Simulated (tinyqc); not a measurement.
Strain-driven roughening and islands of a mismatched epitaxial film: one step, computed by the program tinyqc.

Film and substrate share isotropic elastic constants; the film is coherent and biaxially strained.

Problem. Island nucleation. Shallow faceted island (Tersoff form): E = 4 Gam V^(2/3) tan^(1/3)(theta) - 6 c V tan(theta), Gam = gamma [x/sin(theta) - 1/tan(theta)], x the facet energy over gamma, c = stress^2 (1 - nu)/(2 pi G). The barrier is the maximum of E, at V_c = [4 Gam/(9 c)]^3 / tan^2(theta) (1 GPa nm = 1 J/m^2).

Inputs (values chosen for the exercise, modelled on Si(0.5)Ge(0.5) on Si): shear modulus G = 56.5 GPa; Poisson ratio nu = 0.25; surface energy gamma = 1.17 J/m^2; contact angle of the shallow shape theta_1 = 9.82 degrees; contact angle of the steep shape theta_2 = 24.9 degrees; facet energy of shape 1 over gamma = 1.008; facet energy of shape 2 over gamma = 1.012.

stress = 4.068 GPa

Constants: e = 1.602176634e-19 C.

Give: c; Gam of shape 1; critical volume, shape 1; barrier, shape 1; Gam of shape 2; critical volume, shape 2; barrier, shape 2.

Solution.

c = 0.03496 GPa

Gam of shape 1 = 0.1554 J/m^2

critical volume, shape 1 = 257.2751 nm^3

barrier, shape 1 = 29.15 eV

Gam of shape 2 = 0.2917 J/m^2

critical volume, shape 2 = 236.5 nm^3

barrier, shape 2 = 71.88 eV

The shallow shape has the lower barrier. Each barrier is a third of the surface term at V_c and scales as Gam^3/c^2, that is as f^(-4).
